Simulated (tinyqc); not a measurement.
Frequency dispersion of an accumulation capacitance by border traps, distributed model: one step of the calculation.

Traps spread evenly through the insulator exchange electrons with the semiconductor by tunnelling, with tau(x) = t0 exp(2 ka x) at depth x from the interface. The admittance per area Y seen at depth x obeys dY/dx = -Y^2/(i w eps0 eox) + q Nb ln(1 + i w tau)/tau, with Y(0) = i w Cs and w = 2 pi f; the gate sees Y(tox) = G + i w C. Working variable y = Y/(i w), in uF/cm^2. Cox = eps0 eox/tox.

Question. Scales and lumped estimate. Cox; trap-free value 1/(1/Cox + 1/Cs); response depth d = ln(1/(w t0))/(2 ka), where w tau = 1; lumped estimate: all traps within d act as C_bt = q Nb d placed at d/2, so C = 1/{1/[1/(1/Cs + d/(2 eps0 eox)) + C_bt] + (tox - d/2)/(eps0 eox)}.

Values chosen for this exercise; permittivity close to that of aluminium oxide:
- eox = 8.41 (relative permittivity of the insulator)
- tox = 7.9 nm (insulator thickness)
- Cs = 1.3 uF/cm^2 (semiconductor capacitance in accumulation)
- Nb = 6.4e18 cm^-3 eV^-1 (density of border traps)
- ka = 4.8 1/nm (decay constant of the wave function in the insulator)
- t0 = 4e-10 s (time constant of a trap at the interface)
- f = 100 Hz (frequency)

Constants: q = 1.602176634e-19 C, eps0 = 8.8541878128e-14 F/cm where lengths are in cm. Results are converted to the units shown.

Give: Cox; trap-free C; d; C_bt; lumped C.

Answer.

Cox = 0.94258 uF/cm^2
trap-free C = 0.54640 uF/cm^2
d = 1.5830 nm
C_bt = 0.16232 uF/cm^2
lumped C = 0.58099 uF/cm^2

The traps within reach amount to 0.125 Cs and lie in the first 20.0 % of the insulator.

Computed by the program tinyqc: `OMP_NUM_THREADS=1 python tinyqc.py 2202240 2202241 out.jsonl`, one thread of a shared Intel Xeon 2.30GHz, about 0.5 s for the whole run.
